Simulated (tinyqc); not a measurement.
Capacitance measurement on a leaky thin oxide: effects of series resistance and leakage: effect of the series resistance.

The device is a capacitance C in parallel with a leakage conductance G, in series with Rs and Ls. An impedance meter reports either a parallel pair (Cp, Gp) from Y = 1/Z = Gp + i w Cp or a series pair (Cs, Rm) from Z = Rm + 1/(i w Cs); w = 2 pi f, dissipation D = Gp/(w |Cp|).

EOT = 3.9 tox/eox; CET = EOT + zc + zp; C = 3.9 eps0 A/CET; G = Jg A/Vs. Z = Rs + i w Ls + 1/(G + i w C); CET read from Cp = 3.9 eps0 A/Cp; errors under 0.001 % are printed as 0.

Values chosen for this exercise; values of the order met in thin-oxide MOS capacitors:
```
symbol  value    unit                                                                 meaning
eox       3.9          relative permittivity of the gate insulator (close to silicon dioxide)
tox       1.2      nm                                                     insulator thickness
A        2500    um^2                                                               gate area
zc       0.55      nm              oxide-equivalent thickness added by the accumulation layer
zp          0      nm                      oxide-equivalent thickness added by gate depletion
Jg       0.59  A/cm^2              gate leakage current density, not matched to the thickness
Vs       0.27       V                               voltage for an e-fold rise of the leakage
Ls        300      nH                                                       series inductance
f       50000      Hz                                                     measuring frequency
```

Constants: eps0 = 8.8541878128e-14 F/cm where lengths are in cm. Results are converted to the units shown.

The same in every row: C (pF) = 49.33; Cs (pF) = 662.3.

Effect of the series resistance:
```
Rs (ohm)	Cp (pF)	D	error of Cp (%)	error of Cs (%)	CET read from Cp (nm)
1	49.32	3.525	-0.0126	1240	1.750
3	49.31	3.526	-0.0344	1240	1.751
10	49.28	3.527	-0.111	1240	1.752
30	49.17	3.531	-0.329	1240	1.756
100	48.79	3.546	-1.09	1240	1.769
300	47.75	3.588	-3.20	1240	1.808
1000	44.34	3.733	-10.1	1240	1.947
3000	36.36	4.149	-26.3	1240	2.374
```

What does the table show?

As Rs goes from 1 to 3000, the error of Cp goes from -0.0126 to -26.3 %, that of Cs from 1240 to 1240 %, and D rises from 3.53 to 4.15. The CET read from Cp goes from 1.75 to 2.37 nm against the true 1.75 nm. Rs does not enter the imaginary part of Z, so Cs does not depend on it. In every row D exceeds 1, where the accuracy of real meters degrades in proportion to sqrt(1 + D^2).

Computed by the program tinyqc: `OMP_NUM_THREADS=1 python tinyqc.py 2022023 2022024 out.jsonl`, one thread of a shared Intel Xeon 2.30GHz, about 0.01 s for the whole run.
